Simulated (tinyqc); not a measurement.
Doping the contact: Schottky barrier with interface states (Cowley-Sze model), image lowering and contact resistance. Computed by tinyqc, a small Python program. Command: `OMP_NUM_THREADS=1 python tinyqc.py 3015473 3015474 out.jsonl pinning walk`. One thread of a shared host (Intel(R) Xeon(R) Processor @ 2.30GHz), about 0.01 s of CPU time with the checks.

An n-type semiconductor under a metal. The barrier lies between the Schottky-Mott limit phi_M - chi and the Bardeen limit E_g - E_n, E_n being the neutrality level of the interface states; the space-charge term of the full Cowley-Sze expression is left out.

Inputs (values chosen for the exercise, for a model semiconductor):

| quantity | value | unit |
|---|---|---|
| gap E_g | 1 | eV |
| electron affinity chi | 4.02 | eV |
| metal work function phi_M | 4.33 | eV |
| neutrality level E_n above the valence band | 0.264 | eV |
| optical dielectric constant eps_opt | 8.61 | - |
| dielectric constant eps_s | 8.61 | - |
| electron mass m_e | 0.299 | m_0 |
| valleys M_c | 6 | - |
| temperature T | 300 | K |

Pinning factor from: Moench relation.

Constants: k_B = 8.617333262e-05 eV/K; hbar = 1.054571817e-34 J s; m_0 = 9.1093837015e-31 kg; eps_0 = 8.8541878128e-12 F/m; e = 1.602176634e-19 C; k_B = 1.380649e-23 J/K; h = 6.62607015e-34 J s.

Method:
- S = 1/(1 + 0.1 (eps_opt - 1)^2), an empirical relation for metal-induced gap states.
- phi_B = S (phi_M - chi) + (1 - S)(E_g - E_n); the hole barrier is E_g - phi_B.
- A* = 4 pi e m_e M_c k_B^2/h^3 (a simple valley count); J_s = A* T^2 exp(-phi/k_B T).
- E_00 = (e hbar/2) sqrt(N/(m_e eps_s eps_0)), E_0 = E_00 coth(E_00/k_B T); scaling form of the contact resistivity rho_c = (k_B/(e A* T)) exp(phi_B/E_0), which is the thermionic result when E_00 << k_B T and keeps only the leading exponential of tunnelling when E_00 >> k_B T; image lowering is left out of it.
- Regimes: thermionic below E_00/k_B T = 0.5, field emission above 5.

barrier phi_B = 0.673272 eV

Against doping:

| N (cm^-3) | 1e10/sqrt(N) | E_00/k_B T | rho_c (ohm cm^2) | regime |
|---|---|---|---|---|
| 1.00e+16 | 1.0000e+02 | 4.4761e-02 | 2.6764e+02 | thermionic emission |
| 1.00e+17 | 3.1623e+01 | 1.4155e-01 | 2.2917e+02 | thermionic emission |
| 1.00e+18 | 1.0000e+01 | 4.4761e-01 | 5.4416e+01 | thermionic emission |
| 3.00e+18 | 5.7735e+00 | 7.7528e-01 | 4.0481e+00 | thermionic-field emission |
| 1.00e+19 | 3.1623e+00 | 1.4155e+00 | 1.6809e-02 | thermionic-field emission |
| 3.00e+19 | 1.8257e+00 | 2.4516e+00 | 4.6781e-05 | thermionic-field emission |
| 1.00e+20 | 1.0000e+00 | 4.4761e+00 | 4.4756e-07 | thermionic-field emission |
| 3.00e+20 | 5.7735e-01 | 7.7528e+00 | 3.8328e-08 | field emission |
| 1.00e+21 | 3.1623e-01 | 1.4155e+01 | 8.3886e-09 | field emission |

Even over the thermionic rows rho_c falls by a factor 4.9, since the barrier is many E_0 high, and then it falls faster, by 10.5 decades in all; in field emission ln rho_c is linear in 1/sqrt(N). It passes below 1e-7 ohm cm^2 at N = 3e20 cm^-3 of those listed.
